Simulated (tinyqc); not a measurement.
Inside a calculation. Model: a square-lattice strip 3 sites wide in a magnetic flux, recursive Green functions.

Program tinyqc, `OMP_NUM_THREADS=1 python tinyqc.py 2660008 2660009 out.jsonl`; Intel Xeon 2.30GHz, shared host, one thread, about 0.01 s. Printed values are rounded.

The device has N = 4 slices of 3 site(s), nearest-neighbour hopping -t, and site energies U; the leads are semi-infinite continuations with site energy 0 and no flux. The hopping from slice i to i + 1 inside the device carries the phase exp(2 pi i f j) on row j = 1, 2, ...: V = <i+1|H|i> = -t diag(exp(2 pi i f j)).

Inputs (values chosen for the exercise): hopping (matrix element -t) t = 1 eV; site energies, slice by slice (3 a slice) U = [1.2, 0.53, 0.23, 0.26, 0.72, -0.22, 0.85, -0.28, 0.1, 0.87, 1.2, 0.3] eV; energy E = 1.24 eV; magnetic flux through each plaquette inside the device f = 0.44 h/q.

## Self-energy of the leads

Transverse modes n = 1..3: chi_n(j) = sqrt(2/4) sin(pi n j/4), energy e_n = -2 t cos(pi n/4). Sigma = t^2 sum_n chi_n chi_n^T g(E - e_n), g(x) = (x - i sqrt(4 t^2 - x^2))/(2 t^2) for |x| < 2 t and (x - sign(x) sqrt(x^2 - 4 t^2))/(2 t^2) otherwise; Gamma = i (Sigma - Sigma^dagger); both leads give the same.

Sigma (eV):
```
,1,2,3
1,0.4018813-0.6413507i,0.1915335+0.3522095i,-0.2181187+0.1432512i
2,0.1915335+0.3522095i,0.1837626-0.4980995i,0.1915335+0.3522095i
3,-0.2181187+0.1432512i,0.1915335+0.3522095i,0.4018813-0.6413507i
```

Gamma (eV):
```
,1,2,3
1,1.282701,-0.704419,-0.286502
2,-0.704419,0.996199,-0.704419
3,-0.286502,-0.704419,1.282701
```

open modes = 2

## Hopping between slices

V = -t diag(exp(2 pi i f j)), j = 1, 2, ...

V (eV):
```
,1,2,3
1,0.9297765-0.3681246i,0.0000000+0.0000000i,0.0000000+0.0000000i
2,0.0000000+0.0000000i,-0.7289686+0.6845471i,0.0000000+0.0000000i
3,0.0000000+0.0000000i,0.0000000+0.0000000i,0.4257793-0.9048271i
```

## Slice 1

Forward pass: g_1 = (E - H_1 - Sigma)^(-1), g_i = (E - H_i - V g_(i-1) V^dagger)^(-1), with Sigma also subtracted on the last slice; G_(i,1) = g_i V G_(i-1,1), starting from g_1. H_i is the block of slice i: its site energies on the diagonal and -t between neighbouring rows.

g_1 (1/eV):
```
,1,2,3
1,-0.2536044-0.7347593i,0.4543419-0.0208667i,0.0917612+0.3979125i
2,0.4543419-0.0208667i,0.1971151-0.3580566i,0.2511419+0.4398302i
3,0.0917612+0.3979125i,0.2511419+0.4398302i,0.1600821-0.7292152i
```

## Slice 2

As before.

g_2 (1/eV):
```
,1,2,3
1,0.1935439-0.1184629i,0.3961644+0.0234570i,-0.2833818+0.0580936i
2,0.4425592-0.1530847i,-0.3955288-0.0568115i,0.3564052+0.1438000i
3,-0.3101444+0.2334789i,0.4872425-0.0406640i,0.1392161-0.3536130i
```

G_(2,1) (1/eV):
```
,1,2,3
1,-0.4191805+0.0663320i,-0.0517067+0.1146378i,0.0904867+0.0620012i
2,-0.0406427-0.2063645i,0.3230579-0.2501092i,0.1917091-0.0477407i
3,0.2396898+0.1074555i,0.0366179+0.1594208i,-0.6357130+0.0429127i
```

## Slice 3

As before.

g_3 (1/eV):
```
,1,2,3
1,-0.209835-0.378273i,0.709187-0.012829i,-0.828031+0.246149i
2,0.980933-0.036806i,-0.138532-0.136674i,-0.071935+0.097106i
3,-1.038954+0.577697i,0.303610+0.330958i,0.773306-0.761158i
```

G_(3,1) (1/eV):
```
,1,2,3
1,0.1582373+0.3683842i,-0.1325680+0.2733970i,-0.0411498-0.4749313i
2,-0.3550452+0.2166318i,0.0480385+0.0893581i,0.1023851-0.0536369i
3,0.2899421-0.6256795i,-0.0694668-0.1274827i,0.0598060+0.6868914i
```

## Slice 4

As before.

g_4 (1/eV):
```
,1,2,3
1,-0.0276509-0.2078650i,0.2286028+0.1852775i,0.1301543+0.1479831i
2,0.4445666-0.0538623i,-0.1245519-0.2921286i,0.1125071+0.1816373i
3,0.1816360+0.1474171i,0.3798980+0.0591137i,-0.1513384-0.3817033i
```

G_(4,1) (1/eV):
```
,1,2,3
1,0.1714548-0.2721434i,0.0274634-0.0492031i,-0.0627105+0.2007857i
2,0.0563437-0.0110959i,-0.0090385+0.1426789i,-0.0515867-0.0362898i
3,-0.0596914+0.1965137i,-0.0582035+0.0877838i,-0.0036361-0.3526573i
```

## Transmission and its channels

T(E) = Tr[Gamma G_(N,1) Gamma G_(N,1)^dagger]. The non-zero eigenvalues T_n of the matrix under the trace are the channel transmissions; Fano factor sum T_n (1 - T_n)/sum T_n.

T(E) = 0.7294333
T_n: [0.7266927, 0.0027406]
Fano factor = 0.2760272

With 2 open mode(s) in the leads T(E) cannot exceed 2. Inverting the whole matrix gives the same value.
